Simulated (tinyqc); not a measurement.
Phonon-assisted absorption at an indirect gap: sweeps and comparisons. A value that a table varies takes the place of the one given here.

alpha(E) = sum_j A_j [N_j (E - Eg + w_j)^2 + (N_j + 1)(E - Eg - w_j)^2], each bracket counted only where its base is positive; N_j = 1/(exp(w_j/kB T) - 1). The first term absorbs a phonon and the second emits one; excitons and direct transitions are left out.

Photodiode (Gaertner form with a dead layer): QE = (1 - R) exp(-alpha xj) [1 - exp(-alpha W)/(1 + alpha L)], R = ((nr - 1)/(nr + 1))^2; responsivity = QE/E in A/W for E in eV.

Constants: kB = 8.617333262e-05 eV/K.

Inputs chosen for the exercise (loosely those of AlAs at room temperature; Eg is not tied to T; shifted at random, so the results belong to these values and not to a real crystal): Eg = 2.165 eV (indirect gap, held fixed unless listed); w = (43.7, 12.7) meV (two zone-edge phonons); A = (5100, 1100) 1/(cm eV^2) (their strengths); T = 200 K; nr = 3.11 (refractive index); xj = 0.55 micrometre (dead layer at the surface); W = 2 micrometre (depleted width); L = 92 micrometre (minority diffusion length below it); E = 2.652 eV (photon energy).

## The square root of alpha at three temperatures

The gap is held fixed, so only the phonon occupations change.

sqrt(alpha) (1/cm^(1/2)):
```
E - Eg (eV)   150 K   450 K   600 K
-0.04         0.050   0.183   0.229
-0.02         0.318   1.172   1.468
0.00          0.670   2.264   2.823
0.02          1.235   3.628   4.480
0.04          2.097   5.286   6.452
0.07          4.031   8.317   9.971
0.10          6.496  11.852  14.010
0.15         10.815  18.066  21.091
0.20         15.202  24.415  28.325
0.30         24.032  37.243  42.941
0.45         37.316  56.589  64.985
0.60         50.615  75.974  87.077
```

Below the gap only phonon absorption acts: at E - Eg = -0.02 eV sqrt(alpha) is 0.318, 1.172 and 1.468 at 150, 450 and 600 K. A straight line through the last two rows meets the axis at E - Eg = +0.0291, +0.0121 and +0.0088 eV: the intercept is roughly a weighted mean of the thresholds, not the gap, and it moves from the emission side towards Eg as the occupations grow. At the last row alpha grows by a factor 2.96 from the lowest to the highest temperature at fixed gap.

## Spectral response

Response:
```
E (eV)  wavelength (nm)  alpha (1/cm)  1/alpha (micrometre)  dead layer  collected     QE    A/W
2.18                569          2.30              4.35e+03       1.000      0.021  0.016  0.007
2.22                558          13.4                   747       0.999      0.112  0.082  0.037
2.28                544          77.8                   129       0.996      0.426  0.312  0.137
2.37                523           297                  33.7       0.984      0.748  0.542  0.229
2.46                504           664                  15.1       0.964      0.877  0.623  0.253
2.62                473      1.68e+03                  5.95       0.912      0.957  0.642  0.245
2.82                440      3.60e+03                  2.77       0.820      0.986  0.595  0.211
3.06                405      6.87e+03                  1.45       0.685      0.996  0.503  0.164
3.36                369      1.24e+04                 0.804       0.505      0.999  0.371  0.111
3.76                330      2.24e+04                 0.446       0.292      1.000  0.215  0.057
```

QE is highest, 0.642, at 2.62 eV of those listed and the responsivity at 2.46 eV; reflection alone caps QE at 0.736. Near the gap weak absorption limits it (collected share 0.021); at the top the dead layer passes 0.292. Far above the gap the quadratic law and a constant index are only rough; in the real crystal direct transitions take over near 3 eV, so the rows above that understate alpha.

## What moves the response

At the energy E. Each row changes one parameter from the base and keeps the others.

Results:
```
case                 alpha (1/cm)      QE
base                         1939  0.6381
Eg = 2.145 eV                2110  0.6347
T = 250 K                    2269  0.6312
W = 4 micrometre             1939  0.6458
L = 46 micrometre            1939  0.6167
xj = 1.1 micrometre          1939  0.5736
nr = 3.27                    1939  0.6216
```

The largest shifts from the base row, up to three for each result and ties (the steps differ in size, so this ranks the rows, not the parameters). alpha (1/cm): T +330, Eg +171; unchanged at the printed digits by W, L, xj and nr. QE: xj -0.0645, L -0.0214, nr -0.0165.

tinyqc: `OMP_NUM_THREADS=1 python tinyqc.py 1681860 1681861 out.jsonl`; about 0.01 s, one thread, shared Intel(R) Xeon(R) Processor @ 2.30GHz.
